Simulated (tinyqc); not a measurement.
Worked calculation: ellipsoidal valleys in the axes of a wafer and a channel. Values are carried at full precision from step to step, so a last printed digit may differ when a step is redone from the rounded ones.

Valleys with axes a along [111], [1-1-1], [-11-1] and [-1-11], one whole valley each; inverse mass tensor w = 1/mt + (1/ml - 1/mt) a a. Device axes: z = nz/|nz|, x = nx/|nx|, y = z cross x; in them a = (ax, ay, az). Confinement mass mz = 1/w_zz. In the plane w_ij is replaced by u_ij = w_ij - w_iz w_jz/w_zz (i, j = x, y); density-of-states mass md = 1/sqrt(det u); conductivity mass along x mc = 1/u_xx; ballistic transport mass mx = u_yy/det u, width mass my = 1/u_yy.

Constants: hbar^2/2m0 = 3.80998211 eV angstrom^2; kB = 8.617333262e-05 eV/K.

Inputs chosen for the exercise (near those of the L valleys of GaAs; not measured data):

| symbol | value | unit | meaning |
|---|---|---|---|
| ml | 1.847 | m0 | longitudinal mass |
| mt | 0.075 | m0 | transverse mass |
| nz | (1, 1, 0) |  | surface normal (confinement) |
| nx | (0, 0, 1) |  | channel direction |
| t | 3.5 | nm | thickness of the film |
| T | 400 | K | temperature |

## Device axes and valley axes

Give the rows x, y, z in cubic components and each valley axis in device components.

device axes:
```
    [100]    [010]   [001]
x  0.0000   0.0000  1.0000
y  0.7071  -0.7071  0.0000
z  0.7071   0.7071  0.0000
```

valley axes:
```
               ax        ay        az
[111]     0.57735   0.00000   0.81650
[1-1-1]  -0.57735   0.81650   0.00000
[-11-1]  -0.57735  -0.81650   0.00000
[-1-11]   0.57735   0.00000  -0.81650
```

## Tensors of the valley [-1-11]

Form w and the reduced tensor u.

w (1/m0):
```
        x        y       z
x  9.0694   0.0000  6.0302
y  0.0000  13.3333  0.0000
z  6.0302   0.0000  4.8054
```

u (1/m0):
```
        x        y
x  1.5023   0.0000
y  0.0000  13.3333
```

The axis is tilted against the normal, so w_xz or w_yz is not zero and the reduction changes the masses in the plane.

## Masses of all valleys

Give mz, md, mc, mx and my.

Masses (m0):

| valley | mz | md | mc | mx | my |
|---|---|---|---|---|---|
| [111] | 0.2081 | 0.2234 | 0.6657 | 0.6657 | 0.0750 |
| [1-1-1] | 0.0750 | 0.3722 | 0.1103 | 0.6657 | 0.2081 |
| [-11-1] | 0.0750 | 0.3722 | 0.1103 | 0.6657 | 0.2081 |
| [-1-11] | 0.2081 | 0.2234 | 0.6657 | 0.6657 | 0.0750 |

mz md^2 = ml mt^2 = 0.01039 for every valley, so a heavy confinement mass comes with a small density of states. The heaviest mz is 0.208, for [111] and [-1-11].

## Subbands and shares in a film

Hard walls: E_n = c (n pi/t)^2/mz, c = hbar^2/2m0, n = 1, 2, 3. Non-degenerate share of a valley proportional to md sum_n exp(-E_n/kT); mean 1/mc = sum of share/mc. 1 nm = 10 angstrom.

Give the ladders, the shares and the mean conductivity mass.

Subbands:

| valley | E1 (meV) | E2 (meV) | E3 (meV) | share |
|---|---|---|---|---|
| [111] | 147.5 | 590.0 | 1327.6 | 0.500 |
| [1-1-1] | 409.3 | 1637.1 | 3683.6 | 0.000 |
| [-11-1] | 409.3 | 1637.1 | 3683.6 | 0.000 |
| [-1-11] | 147.5 | 590.0 | 1327.6 | 0.500 |

mean mc = 0.6629 m0

The lowest ladder ([111] and [-1-11]) holds 100 % of the electrons in these valleys, the next starts 262 meV higher. Energies of several hundred meV lie beyond the parabolic range, and real barriers are finite, so these are upper bounds.

## Checks

- mz md^2 against ml mt^2: they agree to 1e-10 or better.
- mx my against md^2: they agree to 1e-10 or better.

Run: tinyqc, `OMP_NUM_THREADS=1 python tinyqc.py 1850113 1850114 out.jsonl`; Intel(R) Xeon(R) Processor @ 2.30GHz, one thread, shared host; about 0.01 s of CPU time with all checks.
